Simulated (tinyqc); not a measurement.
Vacuum evaporation: vapour pressure, source flux, thickness distribution, purity and step coverage: one step, computed by the program tinyqc.

Molecular flow, unit sticking of the metal, no re-evaporation. The background gas is taken as water vapour (18.015 g/mol, collision diameter 0.37 nm) at 300 K.

Task: Scattering and purity. Mean free path lambda = k_B T_g/(sqrt2 pi d^2 p); unscattered share exp(-h/lambda); gas arrival p/sqrt(2 pi m_g k_B T_g); impurity ratio = sticking x gas arrival/metal arrival; monolayer time = 1e15 cm^-2/(sticking x gas arrival).

Inputs (values chosen for the exercise, modelled on gallium, with constants for the liquid):

| quantity | value | unit |
|---|---|---|
| source temperature T | 1260 | K |
| source-to-wafer distance h | 55 | cm |
| background pressure p | 0.0001 | Pa |
| sticking of background gas | 0.2 | - |

arrival rate at the centre = 6.192383e+13 1/(cm^2 s)

Constants: k_B = 1.380649e-23 J/K; u = 1.6605390666e-27 kg.

Give: mean free path; unscattered share; gas arrival rate; impurity ratio; monolayer time.

Result:

mean free path = 68.10 m

unscattered share = 0.9920

gas arrival rate = 3.584e+14 1/(cm^2 s)

impurity ratio = 1.158

monolayer time = 13.95 s

The gas that sticks amounts to more than a tenth of the metal, although few metal atoms scatter on the way: purity, not the free path, sets the vacuum needed. Caution: more gas than metal sticks, so a compound rather than a metal film would grow.
